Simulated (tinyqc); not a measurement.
What moves the results: interface roughness in a thin film (subband fluctuation and scattering). A value that a table varies takes the place of the one given here.

Square well of width t, barriers V0, c = hbar^2/2m0: E1 solves k t + 2 atan[(k/mz)/(kappa/mb)] = pi, k = sqrt(mz E/c), kappa = sqrt(mb (V0 - E)/c). One interface is rough, so the subband edge fluctuates by G dt with G = |dE1/dt| (central difference of 0.01 angstrom; 2 E1/t for hard walls).

Gaussian roughness spectrum S(q) = pi D^2 Lc^2 exp(-q^2 Lc^2/4). Degenerate gas, taken to fill one subband (the second starts to fill once c kF^2/md exceeds E2 - E1, which is not tested here): kF = sqrt(2 pi Ns/gv), q = 2 kF sin(theta/2), 1/tau = (md/(2 pi c hbar)) G^2 times the integral from 0 to pi of S(q)(1 - cos theta)/eps(q)^2 dtheta, eps(q) = 1 + qs/q with screening (qs = gv md q0/(c eps), q0 = e^2/(4 pi eps0), form factors left out, which overstates the screening; other scattering is left out too, so these values lie far above measured mobilities in all but the thinnest films) or 1 without; mobility = tau c2/md with c2 = e/m0 = 1.75882e15 cm^2/(V s^2); 1e12/cm^2 = 1e-4/angstrom^2.

Constants: hbar^2/2m0 = 3.80998211 eV angstrom^2; hbar = 6.58211957e-16 eV s; e^2/(4 pi eps0) = 14.39964547 eV angstrom.

Values chosen for the exercise (near those of a thin GaN channel; not measured data):
- mz = 0.201 m0 (confinement mass)
- V0 = 1.87 eV (barrier)
- mb = 0.31 m0 (barrier mass)
- md = 0.2 m0 (mass in the plane)
- gv = 1 (valleys)
- D = 3.2 angstrom (rms height of the roughness)
- Lc = 48 angstrom (correlation length)
- Ns = 0.83 x 1e12/cm^2 (sheet density)
- eps = 9.2 (mean dielectric constant at the channel)
- ts = (30, 38, 46, 54, 68, 86, 113) angstrom (thicknesses)
- t = 54 angstrom (film thickness)
- Ll = (5, 10, 16, 25, 40, 65, 100) angstrom (correlation lengths)

## The sixth-power law

Screened mobility against thickness for the finite barrier and for hard walls.

Results:
```
t (angstrom)  E1 (meV)  G (meV/angstrom)  mobility (cm^2/(V s))  the same, hard walls
30               130.2             6.872               1.57e+03                   387
38                88.8             3.869               4.97e+03              1.60e+03
46                64.4             2.389               1.30e+04              5.03e+03
54                48.8             1.577               2.99e+04              1.32e+04
68                32.5             0.856               1.02e+05              5.25e+04
86                21.2             0.452               3.64e+05              2.15e+05
113               12.8             0.212               1.66e+06              1.11e+06
```

What does this show, and why?

With hard walls G goes as 1/t^3 and the mobility as t^6. With the finite barrier the local exponent is 4.86 at the thin end and 5.55 at the thick end, since the envelope leaks out and softens the dependence. The least value is 1.57e+03 cm^2/(V s). The gate field, which also presses carriers to the interface, is left out. Up to t = 54 angstrom G D exceeds half of EF - E1, where the Born rate fails.

## Correlation length

Fixed D; bare and screened mobility.

Results:
```
Lc (angstrom)  kF Lc  bare mobility (cm^2/(V s))  screened mobility (cm^2/(V s))
5               0.11                    1.11e+05                        1.08e+06
10              0.23                    2.87e+04                        2.79e+05
16              0.37                    1.19e+04                        1.16e+05
25              0.57                    5.61e+03                        5.56e+04
40              0.91                    3.15e+03                        3.25e+04
65              1.48                    2.85e+03                        3.39e+04
100             2.28                    4.67e+03                        8.52e+04
```

What can be read from the table?

The bare mobility is lowest at Lc = 65 angstrom of those listed (kF Lc = 1.48). The screened mobility is lowest at Lc = 40 angstrom of those listed (kF Lc = 0.91). Short roughness averages out (mobility as 1/Lc^2; the first two rows give exponent -1.96), and long roughness deflects only by small angles (bare mobility rising as Lc; the last two rows give 1.15).

## What each parameter does

G, G D, and the screened mobility. Each row changes one parameter from the base and keeps the others.

Results:
```
case                   G (meV/angstrom)  G D (meV)  mobility (cm^2/(V s))
base                              1.577       5.05              2.989e+04
t = 60 angstrom                   1.195       3.82              5.207e+04
D = 4.16 angstrom                 1.577       6.56              1.769e+04
Lc = 56 angstrom                  1.577       5.05              3.037e+04
Ns = 1.33 x 1e12/cm^2             1.577       5.05              3.734e+04
mz = 0.231 m0                     1.442       4.61              3.578e+04
md = 0.23 m0                      1.577       5.05              2.744e+04
V0 = 1.31 eV                      1.465       4.69              3.463e+04
eps = 11                          1.577       5.05              2.361e+04
```

What can be read from the table?

The largest shifts from the base row, up to three for each result and ties (the steps differ in size, so this ranks the rows, not the parameters). G (meV/angstrom): t -0.382, mz -0.136, V0 -0.112; unchanged at the printed digits by D, Lc, Ns, md and eps. G D (meV): D +1.51, t -1.22, mz -0.43; unchanged at the printed digits by Lc, Ns, md and eps. mobility (cm^2/(V s)): t +2.22e+04, D -1.22e+04, Ns +7.45e+03. In the base case G D is 0.51 times EF - E1 = 9.9 meV.

Computed by tinyqc, a small Python program: `OMP_NUM_THREADS=1 python tinyqc.py 1250357 1250358 out.jsonl` (the numbers bound the seed that draws the inputs); one thread of a shared host (Intel(R) Xeon(R) Processor @ 2.30GHz), about 0.01 s for the whole set of steps.
